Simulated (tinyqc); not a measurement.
Inside a calculation. Method: one-electron ion in a basis of Gaussians. Computed by tinyqc, a small Python program that keeps every step. Settings: Z = 6, l = 0. Command: `OMP_NUM_THREADS=1 python tinyqc.py 26532 26533 out.jsonl` (the two numbers bound the seeds that draw the settings). One thread of a shared host (Intel(R) Xeon(R) Processor @ 2.60GHz), about 0.01 s of CPU time with the checks.

## Matrices over normalised Gaussians

exponents of r^l exp(-a r^2) (1/bohr^2): [4.793000, 18.950000, 74.910000, 296.100000, 1171.000000, 4628.000000]

Z = 6

l = 0

With p = a_i + a_j and I(k) = Gamma((k+1)/2) / (2 p^((k+1)/2)): S = I(2l+2), T = (2l+3) a_i a_j S / p, V = -Z I(2l+1), each divided by sqrt(S_ii S_jj).

S:
$$\begin{pmatrix}
1.000000 & 0.719290 & 0.327864 & 0.125303 & 0.045491 & 0.016304 \\
0.719290 & 1.000000 & 0.719343 & 0.327915 & 0.125278 & 0.045504 \\
0.327864 & 0.719343 & 1.000000 & 0.719367 & 0.327822 & 0.125298 \\
0.125303 & 0.327915 & 0.719367 & 1.000000 & 0.719204 & 0.327853 \\
0.045491 & 0.125278 & 0.327822 & 0.719204 & 1.000000 & 0.719413 \\
0.016304 & 0.045504 & 0.125298 & 0.327853 & 0.719413 & 1.000000
\end{pmatrix}$$

T (hartree):
$$\begin{pmatrix}
7.189500 & 8.254797 & 4.430852 & 1.773031 & 0.651443 & 0.234186 \\
8.254797 & 28.425000 & 32.638158 & 17.520677 & 7.008663 & 2.576326 \\
4.430852 & 32.638158 & 112.365000 & 129.022088 & 69.241869 & 27.709749 \\
1.773031 & 17.520677 & 129.022088 & 444.150000 & 509.927853 & 273.718823 \\
0.651443 & 7.008663 & 69.241869 & 509.927853 & 1756.500000 & 2016.955914 \\
0.234186 & 2.576326 & 27.709749 & 273.718823 & 2016.955914 & 6942.000000
\end{pmatrix}$$

V (hartree):
$$\begin{pmatrix}
-20.961629 & -23.728932 & -19.816961 & -14.715452 & -10.560724 & -7.512924 \\
-23.728932 & -41.679828 & -47.182670 & -39.405563 & -29.258171 & -21.000770 \\
-19.816961 & -47.182670 & -82.868830 & -93.810044 & -78.340646 & -58.174746 \\
-14.715452 & -39.405563 & -93.810044 & -164.755724 & -186.503962 & -155.757245 \\
-10.560724 & -29.258171 & -78.340646 & -186.503962 & -327.642141 & -370.903455 \\
-7.512924 & -21.000770 & -58.174746 & -155.757245 & -370.903455 & -651.355347
\end{pmatrix}$$

## Generalised eigenproblem

H = T + V (hartree):
$$\begin{pmatrix}
-13.772129 & -15.474135 & -15.386109 & -12.942421 & -9.909280 & -7.278738 \\
-15.474135 & -13.254828 & -14.544512 & -21.884886 & -22.249508 & -18.424445 \\
-15.386109 & -14.544512 & 29.496170 & 35.212044 & -9.098778 & -30.464997 \\
-12.942421 & -21.884886 & 35.212044 & 279.394276 & 323.423891 & 117.961578 \\
-9.909280 & -22.249508 & -9.098778 & 323.423891 & 1428.857859 & 1646.052460 \\
-7.278738 & -18.424445 & -30.464997 & 117.961578 & 1646.052460 & 6290.644653
\end{pmatrix}$$

Solve H C = S C e through S^(-1/2); each column has its largest component positive (the first on a tie).

eigenvalues of S: [0.055503, 0.141246, 0.358218, 0.837353, 1.725330, 2.882350]

eigenvalues (hartree): [-17.982621, 6.304277, 104.680752, 559.712158, 2512.086086, 10934.357897]

coefficients:
$$\begin{pmatrix}
0.568294 & 1.328390 & -0.634723 & -0.260552 & 0.114278 & -0.051336 \\
0.434894 & -1.295233 & 1.715451 & 0.844849 & -0.370582 & 0.164888 \\
0.106790 & -0.006482 & -1.678163 & -1.736331 & 0.868162 & -0.384186 \\
0.022029 & -0.046326 & 0.135454 & 1.781056 & -1.689634 & 0.832739 \\
0.003625 & 0.000828 & -0.045736 & -0.198863 & 1.774112 & -1.580468 \\
0.000935 & -0.001690 & 0.003467 & 0.038761 & -0.172099 & 1.594934
\end{pmatrix}$$

For Z = 6 and l = 0 the exact lowest level is -Z^2/(2 n^2) with n = l + 1: -18.000000 hartree.
